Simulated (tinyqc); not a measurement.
The same layer on three faces: band edges of strained Si(1-x)Ge(x) on relaxed Si(1-y)Ge(y).

Values are linear in the Ge fraction but for ED(x) = linear - CD x (1 - x) and a(x) = linear - Ca x (1 - x). Energies are on the common scale of Ev.

Coherent growth: e_par = (a(y) - a(x))/a(x). (001): e_perp = -2 (C12/C11) e_par; exx = eyy = e_par, ezz = e_perp, no shear. (111): e_perp = -(2 C11 + 4 C12 - 4 C44)/(C11 + 2 C12 + 4 C44) e_par; exx = eyy = ezz = (2 e_par + e_perp)/3 and exy = eyz = ezx = (e_perp - e_par)/3. (110): e_perp = -(C11 + 3 C12 - 2 C44)/(C11 + C12 + 2 C44) e_par; exx = eyy = (e_par + e_perp)/2, ezz = e_par, exy = (e_perp - e_par)/2, eyz = ezx = 0.

A valley with unit axis u lies at Ev + gap + (av + a_valley) tr(e) + Xu (u.e.u - tr(e)/3); the Delta axes are x, y, z and the L axes [111], [1-1-1], [-11-1], [-1-11]. The second-order shift of the Delta valleys under shear is left out; it lowers the pair normal to the sheared plane by tens of meV at a shear of 1 %.

Valence edges: Ev plus the levels of the 6 x 6 matrix of X, Y, Z times spin with -Dso/3 + l exx + m (eyy + ezz) on the diagonal (cyclic), n exy off it, l = av + 2 b, m = av - b, n = sqrt(3) d. Spin-orbit term (Dso/3) L.sigma on X, Y, Z with (L_k)_ij = -i epsilon_kij: <X+|H|Y+> = -i Dso/3, <X+|H|Z-> = Dso/3, <Y+|H|Z-> = -i Dso/3, <Z+|H|X-> = -Dso/3, <Z+|H|Y-> = i Dso/3, <X-|H|Y-> = i Dso/3, and their conjugates; + and - are the spin along z.

Parameters, chosen for this exercise (end members near Si and Ge, in this order; not measured data): a = (5.427, 5.653) angstrom (lattice constant); Dso = (0.044, 0.292) eV (spin-orbit splitting); av = (2.42, 1.23) eV (valence hydrostatic potential); b = (-2.09, -2.52) eV (tetragonal shear potential); d = (-4.78, -5.24) eV (trigonal shear potential); C11 = (167.9, 128.6) GPa; C12 = (64.6, 47.8) GPa; C44 = (79.2, 66.5) GPa; Ev = (0, 0.63) eV (top of the unstrained valence band); ED = (1.158, 0.922) eV (gap to the Delta valleys); EL = (1.982, 0.739) eV (gap to the L valleys); aD = (1.82, 1.29) eV (hydrostatic potential of the Delta gap); aL = (-2.9, -2.66) eV (hydrostatic potential of the L gap); XuD = (9.48, 9.61) eV (uniaxial potential, Delta); XuL = (16.38, 15.34) eV (uniaxial potential, L); CD = 0.189 eV (bowing of the Delta gap); Ca = 0 angstrom (bowing of the lattice constant); x = 0.27 (Ge fraction of the layer); y = 0.56 (Ge fraction of the relaxed buffer).

dEc = Ec(buffer) - Ec(layer), dEv = Ev(layer) - Ev(buffer); buffer edges Ev(y) and Ev(y) + min(ED, EL). The digit behind Delta or L counts whole valleys.

Results:

| face | e_par (%) | lowest valleys | gap (eV) | next valleys above (meV) | valence splitting (meV) | dEc (eV) | dEv (eV) | Delta spread (meV) | L spread (meV) |
|---|---|---|---|---|---|---|---|---|---|
| (001) | 1.19 | Delta2 | 0.878 | 200 | 117 | 0.183 | -0.081 | 200 | 0 |
| (111) | 1.19 | Delta6 | 1.014 | 321 | 122 | 0.034 | -0.070 | 0 | 245 |
| (110) | 1.19 | Delta4 | 0.985 | 85 | 121 | 0.066 | -0.072 | 85 | 193 |

On (001) only the Delta valleys split (200 meV), on (111) only the L valleys (245 meV), on (110) both (85 and 193 meV). The lowest valleys are Delta2 on (001), Delta6 on (111) and Delta4 on (110); the smallest gap is 0.878 eV on (001) and the largest 1.014 eV on (111).

Run: tinyqc, `OMP_NUM_THREADS=1 python tinyqc.py 1081051 1081052 out.jsonl`; Intel(R) Xeon(R) Processor @ 2.30GHz, one thread, shared host; about 0.02 s of CPU time with all checks.
